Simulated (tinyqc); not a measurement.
Single-domain magnet: Stoner-Wohlfarth switching, Neel-Arrhenius retention, LLG dynamics and spin torque: one step, computed by the program tinyqc. Command: `OMP_NUM_THREADS=1 python tinyqc.py 3029769 3029770 out.jsonl macro walk`. One thread of a shared host (Intel(R) Xeon(R) Processor @ 2.30GHz), about 0.02 s of CPU time with the checks.

The moment is uniform, with unit vector m; z is the easy axis. mu_0 = 1.25663706212e-6 T m/A, gamma = 1.76085963023e11 rad/(s T).

Task: One LLG step. In the time s = gamma mu_0 H_K t: (1 + alpha^2) dm/ds = -m x b - alpha m x (m x b) + a [m x (m x z) - alpha m x z], b = m_z z, a = alpha I/I_c0; Heun steps (Euler predictor, mean of the two slopes) without renormalising; start m = (sin theta_0, 0, cos theta_0), theta_0 = 1/sqrt(2 Delta).

Inputs (values chosen for the exercise, for a model magnet): temperature T = 450 K; damping alpha = 0.012; drive I/I_c0 = 3.7; time step times gamma mu_0 H_K = 0.1.

Shape: thin disc, easy axis normal to it.

stability factor Delta = 34.62451

Give: m at the start; first slope; predictor; second slope; m after the step.

Result:

m at the start: [0.1199, 0.0000, 0.9928]

first slope: [0.0039, 0.1191, -0.0005]

predictor: [0.1203, 0.0119, 0.9927]

second slope: [-0.0079, 0.1198, -0.0005]

m after the step: [0.1197, 0.0119, 0.9927]

Caution: a flat cylinder has a smaller N_z than the spheroid of the same t/d, so K_eff of a real disc is larger.
